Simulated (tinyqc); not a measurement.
Inside a calculation. Model: double-gate transistor, scale length and short-channel effects.

Numbers from tinyqc (`OMP_NUM_THREADS=1 python tinyqc.py 2420070 2420071 out.jsonl`; about 0.01 s on one thread of a shared Intel Xeon 2.30GHz). Printed values are rounded.

A body of thickness ts between two insulators of thickness ti and two tied gates. Below threshold the potential that source and drain add obeys Laplace's equation and vanishes on the gate. Its lowest mode decays along the channel as exp(-k y); k is the smallest positive root of the matching condition at the interface, and the scale length is Lambda = pi/k.

Inputs (values chosen for the exercise); permittivities: semiconductor close to that of In0.53Ga0.47As, insulator close to that of hafnium oxide:

| symbol | value | unit | meaning |
|---|---|---|---|
| T | 300 | K | temperature |
| eps_r | 13.7 |  | relative permittivity of the semiconductor |
| ei | 22.7 |  | relative permittivity of the insulator |
| ti | 3.5 | nm | insulator thickness |
| ts | 11.6 | nm | body thickness |
| L | 43 | nm | channel length |
| Vbi | 0.92 | V | potential of the source |
| sT | 0.63 | V | potential of the barrier top at threshold |
| VTL | 0.25 | V | long-channel threshold |
| m | 1 |  | long-channel body factor |
| Vds | 0.5 | V | drain voltage |

Constants: q = 1.602176634e-19 C, kB = 1.380649e-23 J/K, Vt = kB T/q. Results are converted to the units shown.

## Scan of the matching condition

k, point 0 to 7 (1/nm): 0.03125  0.0625  0.09375  0.125  0.15625  0.1875  0.21875  0.25

f(k) = ei cos(k ti) cos(k ts/2) - eps_r sin(k ti) sin(k ts/2).

f(k), point 0 to 7: 21.9252  19.6647  16.1055  11.5415  6.3492  0.9559  -4.1958  -8.6853

The first change of sign lies between k = 0.1875 and 0.21875 1/nm.

## Iteration 1: decay constant by Newton steps

k at the start = 0.218750 1/nm

f(k) = ei cos(k ti) cos(k ts/2) - eps_r sin(k ti) sin(k ts/2); f' by a central difference with +/- 1e-5 1/nm; k(new) = k - f/f'.

f = -4.19580
f' = -156.386 nm
k after iteration 1 = 0.191920 1/nm

## Iteration 2: decay constant by Newton steps

As before.

f = 0.202418
f' = -169.819 nm
k after iteration 2 = 0.193112 1/nm

## Course of the iteration: decay constant by Newton steps

Stop when k changes by less than 1e-10 1/nm, or after 30 iterations.

Course of the iteration:
```
iteration  k (1/nm)  |change| (1/nm)
1          0.191920           0.0268
2          0.193112          1.19e-3
3          0.193114          1.34e-6
4          0.193114         1.73e-12
```

Converged in 4 iterations. At the end the number of correct digits about doubles with each step.

## Scale length against simple estimates

k = 0.193114 1/nm

Lambda = pi/k and l = 1/k. A parabolic potential across the structure gives l(parabolic) = sqrt((eps_r/(2 ei)) ts ti (1 + ei ts/(4 eps_r ti))).

Lambda = 16.2681 nm
l = 5.17830 nm
l(parabolic) = 5.39180 nm

The parabolic estimate is 4.1 % above l.

## Threshold shift, barrier position and swing

Along the channel psi(y) = s + a exp(y/l) + b exp(-y/l) with psi(0) = Vbi, psi(L) = Vbi + Vds and l = 1/k = Lambda/pi; with A = Vbi - s, B = A + Vds, x = exp(-L/l): a = (B - A x) x/(1 - x^2), b = (A - B x)/(1 - x^2). The minimum is s + 2 sqrt(a b), at y = (l/2) ln(b/a). The long-channel potential follows the gate as s = sT + (Vg - VTL)/m, and the threshold VT is the gate voltage at which the minimum equals sT. Swing = m Vt ln 10/g at threshold, g = d(minimum)/ds = 1 - (b x + a)/((1 + x) sqrt(a b)).

s at threshold = 0.614392 V
a = 1.99412e-4 V
b = 0.305409 V
position of the minimum = 18.9889 nm
VT = 0.234392 V
swing = 61.7002 mV/decade

The threshold lies 15.6 mV below the long-channel value, and the barrier top sits at 0.44 L from the source.
